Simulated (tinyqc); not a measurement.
## Well width for a wanted wavelength

Problem. The layer is x parts of the first compound and 1 - x of the second, grown coherently on the second as substrate and barrier. Rows of the table: lattice constant a, average valence level Ea on an absolute scale, spin-orbit splitting so, gaps at Gamma, X and L, hydrostatic deformation potentials av and ac (Gamma), shear potential b, elastic constants, electron and heavy-hole (along z) masses. All are interpolated linearly in x; gaps get -C x (1 - x), taken wholly in the conduction band; real line-ups can differ from this model by 0.1 eV or more. In-plane strain e = (a_substrate - a)/a, e_z = -2 (c12/c11) e, volume change 2 e + e_z. With v = 2 e + e_z and d = 2 b (e_z - e): Eav = Ea + av v; E_hh = Eav + so/3 - d/2; E_lh = Eav - so/6 + d/4 + sqrt(so^2 + so d + 9 d^2/4)/2; E_c = Ea + so/3 + EG + ac v (Gamma). Substrate: E_v = Ea + so/3, E_c = E_v + EG. Well depths: dEc = E_c(substrate) - E_c, dEhh = E_hh - E_v(substrate), dElh likewise; strained Gamma gap E_c - max(E_hh, E_lh); positive values confine carriers in the layer. Lowest level of a finite well of width Lw and depth V: kw Lw/2 = arctan(sqrt((mw/mb)(V - E)/E)), kw = sqrt(mw E/C), C = hbar^2/(2 m0), for electrons (dEc) and heavy holes (dEhh), mb from the substrate; transition E_c - E_hh + both levels, without exciton binding; wavelength h c/E. Find Lw and the two levels.

Parameters, values chosen for the exercise:
```
symbol  value  unit                                      meaning
x        0.21        fraction of the first compound in the layer
CG      0.477    eV                      bowing of the Gamma gap
CX        1.4    eV                          bowing of the X gap
CL       0.33    eV                          bowing of the L gap
```

Constants: q = 1.602176634e-19 C, hbar = 1.054571817e-34 J s, h = 6.62607015e-34 J s, m0 = 9.1093837015e-31 kg, c = 299792458 m/s, hbar^2/(2 m0) = 0.0380998212 eV nm^2. Results are converted to the units shown.

Binary compounds, values chosen for the exercise:

|  | close to InAs | close to GaAs |
|---|---|---|
| a (angstrom) | 6.058 | 5.653 |
| Ea (eV) | -6.67 | -6.92 |
| so (eV) | 0.377 | 0.344 |
| EG (eV) | 0.356 | 1.42 |
| EX (eV) | 1.38 | 1.89 |
| EL (eV) | 1.07 | 1.73 |
| av (eV) | 0.986 | 1.17 |
| ac (eV) | -5.14 | -7.07 |
| b (eV) | -1.78 | -1.72 |
| c11 (GPa) | 84 | 118 |
| c12 (GPa) | 44.6 | 54 |
| me (m0) | 0.0233 | 0.0673 |
| mh (m0) | 0.331 | 0.347 |

wavelength = 1017.2250 nm

Answer. Both levels fall steadily as the well widens, so the wavelength rises steadily and one width matches.

Lw = 12.0 nm
electron level = 23.2 meV
heavy-hole level = 5.35 meV

Computed by the program tinyqc: `OMP_NUM_THREADS=1 python tinyqc.py 2690039 2690040 out.jsonl`, one thread of a shared Intel Xeon 2.30GHz, about 0.01 s for the whole run.
